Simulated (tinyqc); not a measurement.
Inside a calculation. Model: AlGaN/GaN HEMT with access regions, lumped model.

Program tinyqc, `OMP_NUM_THREADS=1 python tinyqc.py 2570107 2570108 out.jsonl`; Intel Xeon 2.30GHz, shared host, one thread, about 0.01 s. Printed values are rounded.

A polarisation-induced electron sheet under a Schottky gate, in series with two ungated access regions and contacts. Drift law v = mu E/(1 + mu E/vs) under the gate. Currents in mA/mm, resistances in ohm mm. No self-heating, no channel-length modulation; fits for polarisation, barrier and offset are chosen for the exercise.

Values chosen for this exercise; values close to those of AlGaN/GaN structures:
- x = 0.27 (aluminium share of the barrier)
- d = 30 nm (barrier thickness)
- eps_r = 9.5 (relative permittivity of barrier and channel)
- mu = 1500 cm^2/(V s) (channel mobility)
- vs = 1.4e7 cm/s (saturation velocity)
- Lg = 1 um (gate length)
- Ls = 1.5 um (source access length)
- Ld = 1.5 um (drain access length)
- Rc = 0.27 ohm mm (resistance of each contact)
- ft = 0 (share of the drain-access electrons removed by traps)
- Vg = -0.5 V (gate voltage)
- Vd = 4 V (drain voltage)
- Ec = 3.4 MV/cm (critical field)
- te = 0.28 um (depth over which the depleted charge spreads)
- tf = 300 nm (insulator under the field plate)
- ei = 7.5 (relative permittivity of that insulator)

Constants: q = 1.602176634e-19 C, eps0 = 8.8541878128e-14 F/cm where lengths are in cm. Results are converted to the units shown.

## Polarisation charge, threshold and sheet resistance

sigma = (5e13 x + 1.6e13 x^2) cm^-2, phiB = 0.84 + 1.3 x, dEc = 0.7 (1.71 x + x^2) in volts, Cb = eps0 eps_r/d, VT = phiB - dEc - q sigma/Cb, access density n0 = -Cb VT/q. Rsh = 1/(q mu n0); largest access current q n0 vs.

sigma = 1.46664e13 cm^-2
Cb = 0.280383 uF/cm^2
VT = -7.56397 V
n0 = 1.32370e13 cm^-2
Rsh = 314.346 ohm
q n0 vs = 2969.13 mA/mm

## Iteration 1: drain current

I at the start = 1100 mA/mm

Access resistance R(L, n) = L/(q mu n sqrt(1 - (I/(q n vs))^2)); Rs = Rc + R(Ls, n0), Rd = Rc + R(Ld, (1 - ft) n0). Vg' = Vg - I Rs, Vd' = Vd - I (Rs + Rd); with u = Vg' - VT, Vc = vs Lg/mu and w the smaller of Vd' and Vc [sqrt(1 + 2 u/Vc) - 1] (0 if negative), the channel gives (mu Cb/Lg)(u w - w^2/2)/(1 + w/Vc). I(new) is that channel current.

Rs = 0.777642 ohm mm
Rd = 0.777642 ohm mm
Vg' = -1.35541 V
Vd' = 2.28919 V
channel current = 1412.07 mA/mm
I after iteration 1 = 1412.07 mA/mm

## Iteration 2: drain current

As before.

Rs = 0.806018 ohm mm
Rd = 0.806018 ohm mm
Vg' = -1.63815 V
Vd' = 1.72370 V
channel current = 1289.54 mA/mm
I after iteration 2 = 1289.54 mA/mm

## Course of the iteration: drain current

Stop when I changes by less than 1e-6 mA/mm, or after 60 iterations. I must stay below q (1 - ft) n0 vs.

Course of the iteration:

| iteration | I (mA/mm) | \|change\| (mA/mm) |
|---|---|---|
| 1 | 1412.07 | 312 |
| 2 | 1289.54 | 123 |
| 3 | 1345.14 | 55.6 |
| 4 | 1321.39 | 23.7 |
| 5 | 1331.81 | 10.4 |
| 6 | 1327.29 | 4.52 |
| 7 | 1329.26 | 1.97 |
| 8 | 1328.41 | 0.857 |
| 9 | 1328.78 | 0.373 |
| ... | ... | ... |
| 17 | 1328.67 | 4.80e-4 |
| 18 | 1328.67 | 2.09e-4 |
| 19 | 1328.67 | 9.09e-5 |
| 20 | 1328.67 | 3.96e-5 |
| 21 | 1328.67 | 1.72e-5 |
| 22 | 1328.67 | 7.49e-6 |
| 23 | 1328.67 | 3.26e-6 |
| 24 | 1328.67 | 1.42e-6 |
| 25 | 1328.67 | 6.18e-7 |

Converged in 25 iterations. At the end each change is about 0.44 times the one before, with alternating sign: linear convergence. Of Vd, 47.0 % reaches the channel; the access current is 45 % of its limit.

## On-resistance and breakdown

sigma = (5e13 x + 1.6e13 x^2) cm^-2, phiB = 0.84 + 1.3 x, dEc = 0.7 (1.71 x + x^2) in volts, Cb = eps0 eps_r/d, VT = phiB - dEc - q sigma/Cb, access density n0 = -Cb VT/q. Ron = 2 Rc + Ls/(q mu n0) + Ld/(q mu (1 - ft) n0) + Lg/(mu Cb (Vg - VT)). Off state: a depleted stretch that holds the voltage V has the peak field sqrt(k V), k = 2 q n0/(eps0 eps_r te), so one edge holds V1 = Ec^2/k. The sheet under the plate pinches off at Vf = q n0 (1/Cb + tf/(eps0 ei)); beyond it the gate edge is screened. BV = V1 if Vf >= V1, else Vf + V1, and at most Ec Ld. Specific resistance Ron (Ls + Lg + Ld); figure of merit BV^2 over it.

Ron = 1.81963 ohm mm
Vf = 103.374 V
V1 = 64.1885 V
BV = 64.1885 V
specific resistance = 0.0727854 mohm cm^2
figure of merit = 56.6071 MW/cm^2

The plate pinches off too late to screen the gate edge, so it adds nothing.
